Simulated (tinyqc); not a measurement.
# Changing the barrier height phi_B

Model: leakage currents through a thin dielectric. Computed by tinyqc, a small Python program. Command: `OMP_NUM_THREADS=1 python tinyqc.py 3009874 3009875 out.jsonl leak sweep`. One thread of a shared host (Intel(R) Xeon(R) Processor @ 2.30GHz), about 0.1 s of CPU time with the checks.

Electrons leave an electrode with Fermi energy E_F above its band bottom; barriers are counted from the Fermi level, and both electrodes are alike. They cross the interlayer first.

Inputs (values chosen for the exercise, modelled on Ta2O5):

| quantity | value | unit |
|---|---|---|
| tunnelling mass m | 0.34 | m_0 |
| static permittivity k | 25.8 | - |
| optical permittivity k_o | 4.55 | - |
| trap depth phi_t | 0.85 | eV |
| Poole-Frenkel prefactor sigma_0 | 0.00014 | S/cm |
| thickness t | 3.5 | nm |
| electrode Fermi energy E_F | 0.26 | eV |
| electrode mass m_e | 0.3 | m_0 |
| voltage V | 1.8 | V |
| temperature T | 200 | K |
| interlayer thickness t_i | 0.74 | nm |
| interlayer barrier phi_i | 3.04 | eV |
| interlayer mass m_i | 0.45 | m_0 |
| interlayer permittivity k_i | 4 | - |

Stack: dielectric on an interlayer.

Constants: m_0 = 9.1093837015e-31 kg; e = 1.602176634e-19 C; hbar = 1.054571817e-34 J s; k_B = 8.617333262e-05 eV/K; k_B = 1.380649e-23 J/K; eps_0 = 8.8541878128e-12 F/m; h = 6.62607015e-34 J s.

Method:
- Fields: F_i = V/(t_i + t k_i/k), F = F_i k_i/k; equivalent oxide thickness 3.9 (t/k + t_i/k_i).
- WKB: a layer of mass m, field F and barrier b(x) = b_0 - e F x gives the exponent (4 sqrt(2 m)/(3 hbar e F)) [b_0^(3/2) - max(b_0 - e F t, 0)^(3/2)] for b_0 > 0; b_0 = barrier - (E - E_F), less e F_i t_i for the second layer; the transmission is D(E) = exp(-sum of exponents), without image force.
- Tsu-Esaki: J = (e m_e k_B T/(2 pi^2 hbar^3)) int D(E) ln[(1 + exp((E_F - E)/k_B T))/(1 + exp((E_F - eV - E)/k_B T))] dE over the normal energy E (its change with the mass at an interface is neglected) from max(0, E_F - 3 eV) to E_F + largest barrier, by 100 Gauss-Legendre points in each part, split at E_F - 0.3 eV (if inside the range) and E_F + 8 k_B T.
- The mean energy weights E - E_F by the integrand.
- Schottky emission J = A T^2 exp(-(phi_B - sqrt(e^3 F/(4 pi k_o eps_0)))/k_B T), A = 4 pi e m k_B^2/h^3 with the tunnelling mass; Poole-Frenkel J = sigma_0 F exp(-(phi_t - sqrt(e^3 F/(pi k_o eps_0)))/k_B T); both use the field F of the dielectric and ignore the interlayer.

One run for each value:

| barrier height phi_B (eV) | tunnel current density (A/cm^2) | Schottky current density (A/cm^2) | transmission D(E_F) | mean energy of the current above E_F (eV) |
|---|---|---|---|---|
| 0.38 | 40311 | 1.779e+03 | 3.156e-04 | -0.1642 |
| 0.48 | 40311 | 5.373e+00 | 3.156e-04 | -0.1642 |
| 0.58 | 40311 | 1.623e-02 | 3.156e-04 | -0.1642 |
| 0.68 | 40311 | 4.903e-05 | 3.156e-04 | -0.1642 |
| 0.77 | 40311 | 2.646e-07 | 3.156e-04 | -0.1642 |
| 0.87 | 36380 | 7.992e-10 | 3.156e-04 | -0.1567 |
| 0.97 | 23393 | 2.414e-12 | 3.156e-04 | -0.1346 |
| 1.10 | 7475 | 1.279e-15 | 2.387e-04 | -0.1078 |

Describe the trends.

Over the rows, tunnel current density (A/cm^2) falls from 40300 to 7480, flat over part of the range; Schottky current density (A/cm^2) falls from 1780 to 1.28e-15 (exponent d ln y / d ln x -25 between the first rows and -60 between the last); transmission D(E_F) falls from 3.16e-4 to 2.39e-4, flat over part of the range.

Extremes, crossings and ranges named in words are read from the listed rows.
